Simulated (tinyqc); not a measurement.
# MOS structure on a p-type body with a doping step (retrograde), non-linear Poisson equation by Newton steps: what changes with what

One dimension, insulator interface at x = 0, acceptor density N1 for x < x1 and Na beyond, net doping C = -(acceptor density). psi is counted from the intrinsic level: n = ni exp((psi - Vb)/Vt), p = ni exp(-psi/Vt); deep in the body psi_b = -Vt ln(Na/ni). The gate acts through Cox = eps0 eox/tox and has the potential psi_G = Vg - (phiM - chi - Vt ln(Nc/ni)). Boltzmann statistics, full ionisation, classical densities, no oxide or interface charge.

Parameters, values chosen for the exercise; band and dielectric values close to those of silicon:
- T = 300 K (temperature)
- Eg = 1.1 eV (band gap)
- eps_r = 11.7 (relative permittivity)
- Nc = 2.83e19 cm^-3 (conduction-band density of states at T)
- Nv = 2.69e19 cm^-3 (valence-band density of states at T)
- chi = 4.08 eV (electron affinity)
- Na = 2.8e17 cm^-3 (acceptor density deep in the body)
- eox = 3.9 (relative permittivity of the gate insulator (close to silicon dioxide))
- tox = 2.2 nm (insulator thickness)
- phiM = 4.47 eV (gate work function)
- Vb = 0 V (electron quasi-Fermi potential against the body)
- x1 = 42 nm (depth of the doping step)
- N1 = 8.4e16 cm^-3 (acceptor density above the step)

Constants: q = 1.602176634e-19 C, kB = 1.380649e-23 J/K, Vt = kB T/q, eps0 = 8.8541878128e-14 F/cm where lengths are in cm. Results are converted to the units shown.

Each table varies one quantity; the others keep the values above.

## Charge and capacitance against gate voltage

ni = sqrt(Nc Nv) exp(-Eg/(2 Vt)), Eg in volts. The Poisson equation d/dx(eps0 eps_r dpsi/dx) = -q (p - n + C), with eps0 eps_r dpsi/dx = -Cox (psi_G - psi_0) at x = 0, is solved on a mesh of about 600 nodes or more. N_inv is the integral of n less its value deep in the body. C_LF = Cox (1 - dpsi_0/dVg) with all carriers following; C_HF is the same with the electron quasi-Fermi level shifting uniformly so that N_inv stays fixed. The centroid is that of the same excess.

Results:
```
Vg (V),psi_0 - psi_b (V),N_inv (cm^-2),C_LF/Cox,C_HF/Cox,centroid (nm)
0.03,0.535,1.74e5,0.0994,0.0994,2.04
0.17,0.661,2.01e7,0.0928,0.0927,1.75
0.46,0.907,2.03e11,0.448,0.0835,1.35
0.61,0.960,1.12e12,0.773,0.0829,1.12
0.75,0.985,2.24e12,0.857,0.0830,0.964
0.9,1.00,3.53e12,0.898,0.0831,0.838
1.04,1.02,4.78e12,0.919,0.0832,0.751
1.19,1.03,6.14e12,0.934,0.0833,0.677
1.33,1.04,7.42e12,0.944,0.0834,0.622
```

Estimate the missing row, Vg = 0.32 V.

Computed row:
```
Vg (V),psi_0 - psi_b (V),N_inv (cm^-2),C_LF/Cox,C_HF/Cox,centroid (nm)
0.32,0.798,3.43e9,0.0976,0.0870,1.53
```

With this row back in the table: N_inv goes from 1.74e5 to 7.42e12 cm^-2 and passes 2e11 cm^-2 at Vg = 0.459 V. Below threshold it takes 67.2 mV a decade between Vg = 0.17 and 0.32 V, against Vt ln 10 = 59.5 mV. C_LF/Cox is lowest, 0.0928, at Vg = 0.17 V among the rows listed and ends at 0.944, while C_HF/Cox ends at 0.0834. Between the last two rows q dN_inv/dVg is 0.938 Cox. Where the classical centroid is under about 2 nm, confinement would move the charge away from the interface and raise the threshold. Above about 2e12 cm^-2 degeneracy matters too.

## Effect of the depth of the doping step on threshold, swing and body effect

VT is the Vg at which N_inv = 2e11 cm^-2. m = 1/(dpsi_0/dVg) at N_inv = 1e8 cm^-2; the swing is the Vg between N_inv = 1e8 and 1e9 cm^-2; body coefficient [VT(Vb + 0.05 V) - VT(Vb)]/0.05 V - 1.

Effect of the depth of the doping step on threshold, swing and body effect:
```
x1 (nm),VT (V),psi_0 - psi_b at VT (V),m - 1,swing (mV/decade),body coefficient
10,0.507,0.914,0.116,67.8,0.118
15,0.497,0.913,0.115,67.7,0.118
23,0.484,0.911,0.112,67.6,0.116
33,0.470,0.909,0.106,67.4,0.113
49,0.453,0.906,0.0956,66.8,0.106
72,0.438,0.903,0.0816,65.9,0.0936
100,0.430,0.902,0.0711,65.1,0.0809
```

Read the table: what changes, and by how much?

As x1 goes from 10 to 100, VT falls from 0.507 to 0.430 V, the swing falls from 67.8 to 65.1 mV/decade and the body coefficient falls from 0.118 to 0.0809. The swing stays within 2.5 % of m Vt ln 10, and the body coefficient within 0.012 of m - 1.

Numbers from tinyqc (`OMP_NUM_THREADS=1 python tinyqc.py 2080074 2080075 out.jsonl`; about 0.3 s on one thread of a shared Intel Xeon 2.30GHz).
